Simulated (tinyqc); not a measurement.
Worked calculation: plane-wave Kohn-Sham cycle with exchange-only LDA in a layered model solid. One step of it, computed by the program tinyqc.

Task: Iteration 2: levels at that k. Diagonalise the Hermitian matrix.

H (hartree), lower triangle:
```
           -3         -2         -1         +0         +1         +2        +3
-3   0.473222
-2  -0.348027   0.106967
-1   0.000546  -0.348027  -0.105075
+0  -0.000151   0.000546  -0.348027  -0.162905
+1  -0.000187  -0.000151   0.000546  -0.348027  -0.066522
+2  -0.000067  -0.000187  -0.000151   0.000546  -0.348027   0.184074
+3  -0.000007  -0.000067  -0.000187  -0.000151   0.000546  -0.348027  0.588882
```

Give: eigenvalues.

Result:

eigenvalues (hartree): -0.7001  -0.3884  -0.0889  0.1992  0.4221  0.7387  0.8361
